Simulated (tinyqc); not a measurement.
Retention against temperature.

Retention: filled traps are spread evenly in depth from E1 to E2, and each empties at the rate nu exp(-E/kB T). The share left is the mean of exp(-nu t exp(-E/kB T)) = [kB T/(E2 - E1)] [E1x(nu t exp(-E2/kB T)) - E1x(nu t exp(-E1/kB T))], E1x the exponential integral; traps shallower than about Ed = kB T ln(nu t) are empty. t = 3.15576e8 s; the last column is the bake time at 523 K with the same Ed.

Values chosen for this exercise: shallowest trap depth E1 = 0.8 eV; deepest trap depth E2 = 2.18 eV; attempt frequency nu = 1e13 1/s.

Constants: q = 1.602176634e-19 C, kB = 1.380649e-23 J/K, Vt = kB T/q. Results are converted to the units shown.

Retention against temperature:

| T (K) | Ed (eV) | share left | equivalent bake at 523 K (s) |
|---|---|---|---|
| 300 | 1.280 | 0.6415 | 0.2149 |
| 328 | 1.399 | 0.5540 | 3.042 |
| 358 | 1.527 | 0.4601 | 52.05 |
| 378 | 1.613 | 0.3976 | 345.6 |
| 398 | 1.698 | 0.3351 | 2295 |
| 423 | 1.804 | 0.2569 | 2.446e4 |
| 448 | 1.911 | 0.1787 | 2.607e5 |

The share left falls from 0.642 to 0.179. Apart from the width of the edge only the product T ln(nu t) counts, so ten years at 358 K equal 52.0 s at 523 K; no single activation energy describes the loss, since Ed itself moves.

Numbers from tinyqc (`OMP_NUM_THREADS=1 python tinyqc.py 2130117 2130118 out.jsonl`; about 0.02 s on one thread of a shared Intel Xeon 2.30GHz).
